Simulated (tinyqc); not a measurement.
# Worked calculation: carrier lifetime of an n-type layer with SRH, radiative, Auger and surface recombination

Numbers from tinyqc (`OMP_NUM_THREADS=1 python tinyqc.py 2300069 2300070 out.jsonl`; about 0.01 s on one thread of a shared Intel Xeon 2.30GHz). Printed values are rounded.

Uniform excess density dn = dp (no trapping), n = n0 + dn, p = p0 + dn, Boltzmann statistics, full ionisation. Surfaces enter as a rate 2 S dn/d, which holds while diffusion to them is fast.

Inputs (values chosen for the exercise); band and dielectric values close to those of 4H silicon carbide:
- T = 300 K (temperature)
- Eg = 3.2 eV (band gap)
- Nc = 1.69e19 cm^-3 (conduction-band density of states at T)
- Nv = 2.48e19 cm^-3 (valence-band density of states at T)
- B = 1.52e-12 cm^3/s (radiative coefficient)
- N = 1.4e14 cm^-3 (donor density)
- Cn = 2.6e-31 cm^6/s (Auger coefficient (two electrons))
- Cp = 1.3e-31 cm^6/s (Auger coefficient (two holes))
- Nt = 7.1e13 cm^-3 (trap density)
- sn = 3e-16 cm^2 (capture cross-section for electrons)
- sp = 4e-14 cm^2 (capture cross-section for holes)
- vth = 2.4e7 cm/s (thermal velocity (both carriers))
- Et = 2.59 eV (trap level below the conduction band)
- S = 6000 cm/s (surface recombination velocity (both faces))
- d = 6 um (sample thickness)
- G = 2.9e24 cm^-3 s^-1 (generation rate)

Constants: q = 1.602176634e-19 C, kB = 1.380649e-23 J/K, Vt = kB T/q. Results are converted to the units shown.

Range of the model: S d exceeds 2.5 cm^2/s, comparable with a diffusion coefficient, so 2 S/d overstates the surface loss.

## Equilibrium densities and SRH constants

ni = sqrt(Nc Nv) exp(-Eg/(2 Vt)), Eg in volts; majority density N/2 + sqrt(N^2/4 + ni^2), n0 p0 = ni^2; n1 = Nc exp(-Et/Vt), p1 = Nv exp((Et - Eg)/Vt); tn0 = 1/(sn vth Nt), tp0 = 1/(sp vth Nt).

ni = 2.706152e-8 cm^-3
n0 = 1.4e14 cm^-3
p0 = 5.230899e-30 cm^-3
n1 = 5.221577e-25 cm^-3
p1 = 1.402499e9 cm^-3
tn0 = 1.956182e-6 s
tp0 = 1.467136e-8 s

## Starting value

dn = 7e15 cm^-3.

dn at the start = 7e15 cm^-3

## Iteration 1: new dn

With e = n p - ni^2 = dn (n0 + p0 + dn): U_SRH = e/(tp0 (n + n1) + tn0 (p + p1)), U_rad = B e, U_Aug = (Cn n + Cp p) e, U_s = 2 S dn/d. Substitution: tau = dn/U with U the sum, dn(new) = G tau.

U_SRH = 3.622257e21 cm^-3 s^-1
U_rad = 7.596960e19 cm^-3 s^-1
U_Aug = 1.382647e17 cm^-3 s^-1
U_s = 1.4e23 cm^-3 s^-1
tau = 4.871315e-8 s
dn after iteration 1 = 1.412681e17 cm^-3

## Iteration 2: new dn

As before.

U_SRH = 7.174919e22 cm^-3 s^-1
U_rad = 3.036422e22 cm^-3 s^-1
U_Aug = 1.101322e21 cm^-3 s^-1
U_s = 2.825363e24 cm^-3 s^-1
tau = 4.823780e-8 s
dn after iteration 2 = 1.398896e17 cm^-3

## Iteration 3: new dn

As before.

U_SRH = 7.104974e22 cm^-3 s^-1
U_rad = 2.977481e22 cm^-3 s^-1
U_Aug = 1.069412e21 cm^-3 s^-1
U_s = 2.797792e24 cm^-3 s^-1
tau = 4.824302e-8 s
dn after iteration 3 = 1.399048e17 cm^-3

## Course of the iteration

Stop when the step is below 1e-10 of the value, or after 40 iterations.

Course of the iteration:
```
iteration  dn before the step (cm^-3)  step (cm^-3)
1                                7e15       1.34e17
2                         1.412681e17      -1.38e15
3                         1.398896e17       1.51e13
4                         1.399048e17      -1.66e11
5                         1.399046e17        1.82e9
6                         1.399046e17       -2.00e7
7                         1.399046e17        2.19e5
```

Converged in 7 iterations. At the solution d ln U/d ln dn = 1.01, so the logarithmic slope of the map is 1 - 1.01 = -0.01; its size is below 1, so substitution contracts.

## Lifetime, shares and quasi-Fermi splitting

converged dn = 1.399046e17 cm^-3

With e = n p - ni^2 = dn (n0 + p0 + dn): U_SRH = e/(tp0 (n + n1) + tn0 (p + p1)), U_rad = B e, U_Aug = (Cn n + Cp p) e, U_s = 2 S dn/d. tau = dn/U, shares of U, splitting Vt ln(n p/ni^2), radiative efficiency U_rad/U.

tau = 4.824296e-8 s
shares (%): SRH 2.45025, radiative 1.02694, Auger 0.03689, surface 96.48592
quasi-Fermi splitting = 2.942236 V

Surface recombination takes the largest share. dn is 1000 times the doping: high injection.
